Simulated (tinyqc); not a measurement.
## Lifetime from the low-frequency admittance

Question. At low frequency a p+-n diode with a base of width wb has C_diff/G = (tau/2)(1 - 2 x/sinh 2x), x = wb/sqrt(Dp tau). Find tau, x and the limit of C_diff/G for infinite lifetime, wb^2/(3 Dp).

Parameters, values chosen for the exercise:
- Dp = 6.4 cm^2/s (hole diffusion coefficient)
- wb = 5.3 um (width of the neutral base)

G = 3.2487857 S/cm^2
C_diff = 0.033358098 uF/cm^2

Solution. The ratio rises steadily with tau from tau/2 (long base) towards wb^2/(3 Dp) (short base), so one lifetime matches as long as the ratio is below that limit.

tau = 5.00e-8 s
x = 0.937
limit of C_diff/G = 1.46e-8 s

Program tinyqc, `OMP_NUM_THREADS=1 python tinyqc.py 2890106 2890107 out.jsonl`; Intel Xeon 2.30GHz, shared host, one thread, about 0.01 s.
